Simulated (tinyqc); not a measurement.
# Which input was changed?

Model: electroplating on a thin resistive seed layer: kinetics, Wagner number and the terminal effect across a wafer. Computed by tinyqc, a small Python program. Command: `OMP_NUM_THREADS=1 python tinyqc.py 3120330 3120331 out.jsonl terminal which`. One thread of a shared host (Intel(R) Xeon(R) Processor @ 2.30GHz), about 0.3 s of CPU time with the checks.

Current enters the seed at the rim. The bath is treated as a local resistance per area (no lateral flow in the liquid), two electrons per ion, molar volume 7.11 cm^3/mol, Faraday constant F = e N_A, kinematic viscosity 0.01 cm^2/s, omega = 2 pi x rpm/60; k_B T/e is in volts.

Inputs (values chosen for the exercise, of the order of those for copper plating from an acid sulfate bath): wafer radius R = 7.5 cm; seed thickness t = 13 nm; seed resistivity = 10 microohm cm; bath conductivity kappa = 0.036 S/cm; gap to the anode h = 2 cm; extra resistance of a porous plate = 0 ohm cm^2; exchange current density i_0 = 0.024 mA/cm^2; cathodic transfer coefficient alpha = 0.81; mean current density = 13 mA/cm^2; diffusivity of the metal ion = 6.5e-06 cm^2/s; metal ion concentration = 0.34 mol/L; rotation rate = 60 rpm; temperature T = 298 K.

Constants: e = 1.602176634e-19 C; N_A = 6.02214076e+23 1/mol; k_B = 8.617333262e-05 eV/K.

Method:
- Growth rate = i V_m/(2 F). Levich limit i_L = 0.62 x 2 F D^(2/3) omega^(1/2) nu^(-1/6) c. Tafel overpotential eta = (k_B T/(alpha e)) ln(i/i_0); kinetic resistance k_B T/(alpha e i); bath resistance h/kappa + plate; R_s = resistivity/t; Wagner number = kinetic resistance x kappa/R.
- Linearised: with R_t = kinetic + bath resistance the current density obeys (1/r)(r i')' = i R_s/R_t, so i = A I_0(r/l), l = sqrt(R_t/R_s); with x = R/l, edge/centre = I_0(x) and edge/mean = x I_0(x)/(2 I_1(x)).
- Voltage drop in the seed for a uniform current: i R_s R^2/4.
- Full model: seed potential phi(r) with (1/r)(r phi')' = R_s i, where i solves phi = R_b i + (k_B T/(alpha e)) ln(i/i_0) (phi being the driving voltage left at r); phi'(0) = 0 and phi'(R) = R_s i_mean R/2. Solved by collocation to a tolerance of 1e-7.

Problem. One of these inputs alone was changed, within the range given: wafer radius R (3.75 to 15); seed resistivity (5 to 20); bath conductivity kappa (0.018 to 0.072); gap to the anode h (1 to 4). Which one, and to what value?

Results:
```
run     edge over centre, full model  drop for uniform current (mV)  length l (cm)
before                      3.899199                       1406.250       2.745770
after                       3.467764                       1252.969       2.908877
```

Solution.

Each candidate set to reproduce edge over centre, full model, and what it then gives:
```
candidate                       range searched  value needed  drop for uniform current (mV)  length l (cm)
wafer radius R (cm)                 3.75 to 15         7.079                         1253.0         2.7458
seed resistivity (microohm cm)         5 to 20         8.910                         1253.0         2.9089
bath conductivity kappa (S/cm)  0.018 to 0.072       0.03190                         1406.2         2.9100
gap to the anode h (cm)                 1 to 4         2.257                         1406.2         2.9100
```

Only seed resistivity fits every result: it went from 10 to 8.91 microohm cm. The next best candidate, wafer radius R, misses one result by 5.6 %.
